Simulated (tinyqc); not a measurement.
Worked calculation: Pariser-Parr-Pople SCF with singles CI, for the molecule O=Cc1ccc2c(c1)C=C2 (SMILES; centres numbered as the heavy atoms are written). One step of it, computed by the program tinyqc.

Task: PPP integrals. Ohno: gamma = 14.399645/sqrt(R^2 + a^2), a = 2 x 14.399645/(gamma_rr + gamma_ss); H_rr = -W_r - sum_(s != r) z_s gamma_rs; H_rs = beta for bonds.

Centres (angstrom, eV; a flat drawing with bonds scaled to 1.40 angstrom):
```
centre          x          y  core charge z          W   gamma_rr
1O       3.583000  -0.173000              1  17.700000  15.200000
2C       2.520000   0.739000              1  11.160000  11.130000
3C       1.200000   0.274000              1  11.160000  11.130000
4C       0.942000  -1.102000              1  11.160000  11.130000
5C      -0.379000  -1.567000              1  11.160000  11.130000
6C      -1.442000  -0.656000              1  11.160000  11.130000
7C      -1.184000   0.720000              1  11.160000  11.130000
8C       0.137000   1.185000              1  11.160000  11.130000
9C      -2.560000   0.978000              1  11.160000  11.130000
10C     -2.818000  -0.398000              1  11.160000  11.130000
```

Resonance integrals (eV):
```
i    j       beta
1    2  -2.510000
2    3  -2.390000
3    4  -2.390000
4    5  -2.390000
5    6  -2.390000
6    7  -2.390000
7    8  -2.390000
7    9  -2.390000
9   10  -2.390000
8    3  -2.390000
10   6  -2.390000
```

Give: repulsion gamma_rs; core matrix H.

Result:

repulsion gamma_rs (eV):
```
         1O      2C      3C      4C      5C      6C      7C      8C
1O   15.200   8.103   5.414   4.791   3.318   2.788   2.896   3.728
2C    8.103  11.130   7.555   5.239   3.670   3.276   3.670   5.240
3C    5.414   7.555  11.130   7.554   5.238   4.667   5.238   7.554
4C    4.791   5.239   7.554  11.130   7.553   5.238   4.669   5.240
5C    3.318   3.670   5.238   7.553  11.130   7.554   5.240   4.669
6C    2.788   3.276   4.667   5.238   7.554  11.130   7.554   5.238
7C    2.896   3.670   5.238   4.669   5.240   7.554  11.130   7.553
8C    3.728   5.240   7.554   5.240   4.669   5.238   7.553  11.130
9C    2.269   2.744   3.566   3.369   4.008   6.088   7.554   4.802
10C   2.216   2.567   3.369   3.566   4.803   7.554   6.088   4.007

         9C     10C
1O    2.269   2.216
2C    2.744   2.567
3C    3.566   3.369
4C    3.369   3.566
5C    4.008   4.803
6C    6.088   7.554
7C    7.554   6.088
8C    4.802   4.007
9C   11.130   7.554
10C   7.554  11.130
```

core matrix H (eV):
```
          1O       2C       3C       4C       5C       6C       7C       8C
1O   -53.223   -2.510    0.000    0.000    0.000    0.000    0.000    0.000
2C    -2.510  -53.225   -2.390    0.000    0.000    0.000    0.000    0.000
3C     0.000   -2.390  -61.316   -2.390    0.000    0.000    0.000   -2.390
4C     0.000    0.000   -2.390  -58.379   -2.390    0.000    0.000    0.000
5C     0.000    0.000    0.000   -2.390  -57.212   -2.390    0.000    0.000
6C     0.000    0.000    0.000    0.000   -2.390  -61.118   -2.390    0.000
7C     0.000    0.000    0.000    0.000    0.000   -2.390  -61.622   -2.390
8C     0.000    0.000   -2.390    0.000    0.000    0.000   -2.390  -59.192
9C     0.000    0.000    0.000    0.000    0.000    0.000   -2.390    0.000
10C    0.000    0.000    0.000    0.000    0.000   -2.390    0.000    0.000

          9C      10C
1O     0.000    0.000
2C     0.000    0.000
3C     0.000    0.000
4C     0.000    0.000
5C     0.000    0.000
6C     0.000   -2.390
7C    -2.390    0.000
8C     0.000    0.000
9C   -53.115   -2.390
10C   -2.390  -52.884
```
